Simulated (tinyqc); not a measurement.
# Gap and radiative efficiency from Jsc and Voc

Inverse problem. Photon flux above E from a black body at temperature T into a hemisphere: Phi(E, T) = A sum_k exp(-k E/th)[E^2 th/k + 2 E th^2/k^2 + 2 th^3/k^3], k = 1, 2, ..., with th = kB T/q in eV and A = 2 pi q^3/(h^3 c^2). A cell with a sharp absorption edge has Jsc = q fs X Phi(Eg, Ts) and Voc = Vt ln(1 + Jsc/J0), J0 = q ge Phi(Eg, T)/ERE. Find Eg and ERE.

Parameters, values chosen for the exercise:
- T = 350 K (cell temperature)
- Ts = 6000 K (temperature of the black-body sun)
- fs = 2.16e-5 (share of the hemisphere filled by the sun)
- X = 1 (concentration)
- ge = 1 (number of faces that emit)

Constants: q = 1.602176634e-19 C, kB = 1.380649e-23 J/K, h = 6.62607015e-34 J s, c = 299792458 m/s, Vt = kB T/q. Results are converted to the units shown.

Jsc = 61.6320082 mA/cm^2
Voc = 0.850919922 V

Solution. Phi falls steadily with E, so Jsc fixes Eg; Voc gives J0, and its ratio to the radiative dark current is 1/ERE.

Eg = 1.13 eV
ERE = 1.00

Computed by the program tinyqc: `OMP_NUM_THREADS=1 python tinyqc.py 2820014 2820015 out.jsonl`, one thread of a shared Intel Xeon 2.30GHz, about 0.01 s for the whole run.
